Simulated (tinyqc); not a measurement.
Inside a calculation. Model: collinear exchange A + BC -> AB + C on a London-Eyring-Polanyi-Sato surface: saddle, string of images and rate. Computed by tinyqc, a small Python program that keeps every step. Command: `OMP_NUM_THREADS=1 python tinyqc.py 3113210 3113211 out.jsonl leps walk`. One thread of a shared host (Intel(R) Xeon(R) Processor @ 2.30GHz), about 0.05 s of CPU time with the checks. Intermediate numbers are printed to about 6 digits and carried at full precision; extremes and crossings named in words are read from the listed rows.

x = r(AB), y = r(BC), r(AC) = x + y. V is counted from separated atoms, the barrier from A + BC, that is V + D(BC).

Inputs (values chosen for the exercise, bond data loosely for abstraction of hydrogen from a Si-H bond by a hydrogen atom; the barrier is not fitted):

| quantity | value | unit |
|---|---|---|
| D(AB) | 4.83 | eV |
| r0(AB) | 0.742 | angstrom |
| beta(AB) | 1.94 | 1/angstrom |
| D(BC) | 4.12 | eV |
| r0(BC) | 1.48 | angstrom |
| beta(BC) | 1.52 | 1/angstrom |
| D(AC) | 3.97 | eV |
| r0(AC) | 1.48 | angstrom |
| beta(AC) | 1.52 | 1/angstrom |
| Sato parameter S | 0.1 | - |
| mass of A | 1.008 | u |
| mass of B | 1.008 | u |
| mass of C | 28.09 | u |
| temperature T | 700 | K |
| step of the string | 0.01 | angstrom^2/eV |

Constants: nu for 1 eV/(angstrom^2 u) = 15.6333042 THz; h x 1 THz = 4.135667696 meV; k_B = 1.380649e-23 J/K; u = 1.6605390666e-27 kg; k_B = 8.617333262e-05 eV/K.

## One point of the surface

For each pair, with u = exp(-beta (r - r0)): Q = D [(3 + S) u^2 - (2 + 6 S) u]/(4 (1 + S)), J = D [(1 + 3 S) u^2 - (6 + 2 S) u]/(4 (1 + S)); V = Q1 + Q2 + Q3 - sqrt(((J1 - J2)^2 + (J2 - J3)^2 + (J3 - J1)^2)/2). Take x = r0(AB) + 0.3 and y = r0(BC) + 0.1 angstrom.

Pair terms:

| pair | u | Q (eV) | J (eV) |
|---|---|---|---|
| AB | 0.558780 | -0.532287 | -3.35743 |
| BC | 0.858988 | 0.050563 | -4.08864 |
| AC | 0.176252 | -0.326582 | -0.94953 |

V = -3.65318 eV

## Relaxing the string

String of 9 images between the fixed ends (r0(AB) + 2, r0(BC)) and (r0(AB), r0(BC) + 2), started on the two straight legs through (r0(AB) + 0.3, r0(BC) + 0.3): each iteration moves the inner images by -step x gradient (central differences) and spaces them evenly again along the broken line (coordinates are kept between 0.2 and 8 angstrom); stop when no coordinate changes by more than 1e-5 angstrom, at most 400 iterations.

Course:

| iteration | highest inner image above A + BC (eV) | largest move (angstrom) |
|---|---|---|
| 1 | 0.461071 | 3.18759e-02 |
| 2 | 0.431590 | 2.91977e-02 |
| 3 | 0.406775 | 2.56714e-02 |
| 4 | 0.386285 | 2.18025e-02 |
| 5 | 0.369498 | 1.79857e-02 |
| 6 | 0.355793 | 1.44712e-02 |
| 7 | 0.349984 | 1.13971e-02 |
| ... | ... | ... |
| 57 | 0.337873 | 1.86024e-05 |
| 58 | 0.337867 | 1.65252e-05 |
| 59 | 0.337862 | 1.46785e-05 |
| 60 | 0.337857 | 1.30371e-05 |
| 61 | 0.337852 | 1.15782e-05 |
| 62 | 0.337848 | 1.02818e-05 |
| 63 | 0.337845 | 9.12995e-06 |

Images at the end:

| image | x (angstrom) | y (angstrom) | V + D(BC) (eV) |
|---|---|---|---|
| 0 | 2.74200 | 1.48000 | 0.019757 |
| 1 | 2.29205 | 1.48203 | 0.047315 |
| 2 | 1.84215 | 1.48832 | 0.118997 |
| 3 | 1.39493 | 1.53402 | 0.301545 |
| 4 | 0.99514 | 1.74048 | 0.337845 |
| 5 | 0.77757 | 2.13201 | -0.298221 |
| 6 | 0.74776 | 2.58011 | -0.546340 |
| 7 | 0.74360 | 3.03005 | -0.639268 |
| 8 | 0.74200 | 3.48000 | -0.677404 |

last move = 9.12995e-06 angstrom

Converged in 63 iterations.

## Saddle by Newton steps

From the highest inner image, z -> z - H^-1 g with gradient g and Hessian H by central differences, steps capped at 0.15 angstrom, 12 steps.

The first seven points:

| step | x | y | V + D(BC) (eV) | \|g\| (eV/angstrom) |
|---|---|---|---|---|
| 0 | 0.99514 | 1.74048 | 0.337845 | 1.18941e+00 |
| 1 | 1.09183 | 1.62580 | 0.430111 | 2.46158e-01 |
| 2 | 1.11991 | 1.62970 | 0.429608 | 8.93119e-03 |
| 3 | 1.12026 | 1.63044 | 0.429605 | 1.48636e-05 |
| 4 | 1.12026 | 1.63044 | 0.429605 | 0 |
| 5 | 1.12026 | 1.63044 | 0.429605 | 0 |
| 6 | 1.12026 | 1.63044 | 0.429605 | 0 |

saddle (x, y) (angstrom): 1.12026  1.63044

barrier = 0.429605 eV

Hessian (eV/angstrom^2):
```
          x        y
x  -1.44219  7.29765
y   7.29765  6.65689
```

The highest image lies 91.8 meV below the saddle. Stretches at the saddle: AB 0.378, BC 0.150 angstrom, for a reaction energy D(BC) - D(AB) = -0.71 eV: an early barrier for an exothermic step.

## Frequencies at the saddle

Wilson matrix G = [[1/m_A + 1/m_B, -1/m_B], [-1/m_B, 1/m_B + 1/m_C]]; eigenvalues lambda of G H give nu = 15.6333042 THz x sqrt(|lambda|), the negative one being imaginary. Reactant: nu_BC from k = 2 D beta^2 and 1/m_B + 1/m_C. Skew angle: cos = sqrt(m_A m_C/((m_A + m_B)(m_B + m_C))).

imaginary frequency = 60.4229 THz

real frequency at the saddle = 32.9355 THz

nu_BC = 69.1486 THz

skew angle = 45.9926 degrees

## Transition-state rate

One-dimensional rate constant without tunnelling, k = sqrt(k_B T/(2 pi mu)) [sinh(h nu_BC/(2 k_B T))/sinh(h nu_s/(2 k_B T))] exp(-barrier/(k_B T)) with mu = m_A (m_B + m_C)/(m_A + m_B + m_C); Wigner factor 1 + (h nu_i/(k_B T))^2/24; adiabatic barrier = barrier + h (nu_s - nu_BC)/2.

adiabatic barrier = 0.354722 eV

rate constant k = 301.513 cm/s

Wigner factor = 1.71506

## Rate against temperature

The formulas are those given above.

Rates; the last column is k_B T^2 d ln k/dT:

| T (K) | k (cm/s) | Wigner factor | activation energy (eV) |
|---|---|---|---|
| 300 | 7.05052e-02 | 4.89310 | 0.368350 |
| 400 | 2.55002e+00 | 3.18987 | 0.374556 |
| 550 | 5.13427e+01 | 2.15828 | 0.385886 |
| 750 | 4.69288e+02 | 1.62290 | 0.402416 |
| 1000 | 2.30595e+03 | 1.35038 | 0.422371 |
| 1400 | 9.76431e+03 | 1.17876 | 0.450656 |
| 2000 | 3.11926e+04 | 1.08759 | 0.486817 |

The activation energy goes from 0.368 eV at 300 K, near the adiabatic barrier plus k_B T/2 (0.368), to 0.487 eV at 2000 K; the classical limit is the barrier plus k_B T/2 (0.516).

Checks made by the program: V for A far away against -D(BC) (relative difference below 1e-10).
